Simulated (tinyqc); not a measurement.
Worked calculation: RHF in the sto-3g basis, for H2, spin multiplicity 1. Computed by tinyqc, a small Python program that keeps every step (integrals from PySCF). Settings: charge = 0, multiplicity = 1, basis = sto-3g, energy threshold = 1e-09, iteration cap = 71, orthogonalisation = canonical, start = atomic densities, DIIS depth = 0, method = RHF. Command: `OMP_NUM_THREADS=1 python tinyqc.py 29506 29507 out.jsonl` (the two numbers bound the seeds that draw the settings). One thread of a shared host (Intel(R) Xeon(R) Processor @ 2.60GHz), about 0.04 s of CPU time with the checks. Later iterations appear only in the table of the cycle.

## One-electron integrals

Geometry (angstrom):
```
atom         x         y         z
H     0.000000  0.000000  0.000000
H     0.000000  0.000000  0.666000
```

Basis sto-3g: exponents (1/bohr^2) and contraction coefficients of normalised primitives:
```
element  l (shell)  exponent  coefficient
H            s (1)  3.425251     0.154329
H            s (1)  0.623914     0.535328
H            s (1)  0.168855     0.444635
```

Overlap, kinetic and nuclear-attraction integrals over the contracted functions; the nuclear repulsion is the sum of Za Zb / Rab.

nuclear repulsion = 0.79456038 hartree

overlap S:
```
          1H 1s     2H 1s
1H 1s  1.000000  0.708385
2H 1s  0.708385  1.000000
```

kinetic energy T (hartree):
```
          1H 1s     2H 1s
1H 1s  0.760032  0.283542
2H 1s  0.283542  0.760032
```

nuclear attraction V (hartree):
```
           1H 1s      2H 1s
1H 1s  -1.931514  -1.331703
2H 1s  -1.331703  -1.931514
```

core Hamiltonian H = T + V (hartree):
```
           1H 1s      2H 1s
1H 1s  -1.171482  -1.048161
2H 1s  -1.048161  -1.171482
```

## Two-electron integrals

Functions are numbered as in S; the eight-fold symmetry (ij|kl) = (ji|kl) = (kl|ij) leaves the list below.

Two-electron integrals (ij|kl) in chemists' order, unique and non-zero (hartree):
```
(11|11) 0.774606   (21|11) 0.487500   (21|21) 0.349168   (22|11) 0.598081
(22|21) 0.487500   (22|22) 0.774606
```

## Orthogonalisation

S = U s U^T; canonical form X = U s^(-1/2), so that X^T S X = 1. Each column of U has its largest component positive (the first on a tie).

eigenvalues of S: 0.291615  1.708385

X:
```
               1         2
1H 1s   1.309424  0.540994
2H 1s  -1.309424  0.540994
```

## Starting guess

The start is atomic minimal-basis densities projected into this basis (PySCF's MINAO start) and scaled to the electron count of each spin; this density is not idempotent, so its energy is not variational and may lie below the converged one.

D at the start:
```
          1H 1s     2H 1s
1H 1s  0.931027  0.097366
2H 1s  0.097366  0.931027
```

## Iteration 1: building the Fock matrix

J_ij = sum D_kl (ij|kl), K_ij = sum D_kl (ik|jl); F = H + J - 0.5 K; E = tr D H + tr D J / 2 - 0.25 tr D K + E_nn.

Coulomb J (hartree):
```
          1H 1s     2H 1s
1H 1s  1.372940  0.975745
2H 1s  0.975745  1.372940
```

exchange K (hartree):
```
          1H 1s     2H 1s
1H 1s  1.141196  0.999981
2H 1s  0.999981  1.141196
```

Fock matrix F (hartree):
```
           1H 1s      2H 1s
1H 1s  -0.369140  -0.572406
2H 1s  -0.572406  -0.369140
```

total energy of this density = -0.79758899 hartree

This density is the starting one; it is not idempotent, so its energy is not variational and may lie below the converged one.

## Iteration 1: diagonalisation and new density

Diagonalise F' = X^T F X, C = X C', fill 1 alpha and 1 beta electrons from the bottom; D = 2 C_occ C_occ^T. Each column has its largest component positive (the first on a tie).

F' = X^T F X (hartree):
```
          1          2
1  0.697036   0.000000
2  0.000000  -0.551132
```

orbital energies (hartree): MO1 -0.551132, MO2 0.697036

coefficients C:
```
            MO1        MO2
1H 1s  0.540994   1.309424
2H 1s  0.540994  -1.309424
```

D after iteration 1:
```
          1H 1s     2H 1s
1H 1s  0.585348  0.585348
2H 1s  0.585348  0.585348
```

## Iteration 2: building the Fock matrix

As before.

Coulomb J (hartree):
```
          1H 1s     2H 1s
1H 1s  1.374213  0.979483
2H 1s  0.979483  1.374213
```

exchange K (hartree):
```
          1H 1s     2H 1s
1H 1s  1.228513  1.125184
2H 1s  1.125184  1.228513
```

Fock matrix F (hartree):
```
           1H 1s      2H 1s
1H 1s  -0.411525  -0.631269
2H 1s  -0.631269  -0.411525
```

total energy of this density = -1.11510068 hartree

## Iteration 2: diagonalisation and new density

As before.

F' = X^T F X (hartree):
```
          1          2
1  0.753541   0.000000
2  0.000000  -0.610398
```

orbital energies (hartree): MO1 -0.610398, MO2 0.753541

coefficients C:
```
            MO1        MO2
1H 1s  0.540994   1.309424
2H 1s  0.540994  -1.309424
```

D after iteration 2:
```
          1H 1s     2H 1s
1H 1s  0.585348  0.585348
2H 1s  0.585348  0.585348
```

## Iteration 3 (converged): orbitals

converged F (hartree):
```
           1H 1s      2H 1s
1H 1s  -0.411525  -0.631269
2H 1s  -0.631269  -0.411525
```

As before.

F' = X^T F X (hartree):
```
          1          2
1  0.753541   0.000000
2  0.000000  -0.610398
```

orbital energies (hartree): MO1 -0.610398, MO2 0.753541

coefficients C:
```
            MO1        MO2
1H 1s  0.540994   1.309424
2H 1s  0.540994  -1.309424
```

D after iteration 3:
```
          1H 1s     2H 1s
1H 1s  0.585348  0.585348
2H 1s  0.585348  0.585348
```

## Convergence

Stop when the energy changes by less than 1e-09 hartree and every element of the error matrix X^T (F D S - S D F) X is below 9e-06.

Course of the cycle:
```
iteration  E (hartree)     change  largest element of the error matrix
1          -0.79758899          -                             1.90e-16
2          -1.11510068  -3.18e-01                             6.29e-16
3          -1.11510068  -4.44e-16                             4.72e-16
```

PySCF RHF in the same basis = -1.11510068 hartree

Converged in 3 iterations.

## Populations, bond orders and dipole

Mulliken: Z minus the diagonal of D S on the atom; Loewdin: the same with S^(1/2) D S^(1/2); Mayer order: 2 sum_s sum (D(s) S)_ij (D(s) S)_ji over the two atoms.

Charges (e):
```
atom  Mulliken  Loewdin
1H           0        0
2H           0        0
```

Mayer bond orders:
```
pair     order
2-1   1.000000
```

dipole moment about the origin, x y z (debye): 0.000000  0.000000  0.000000
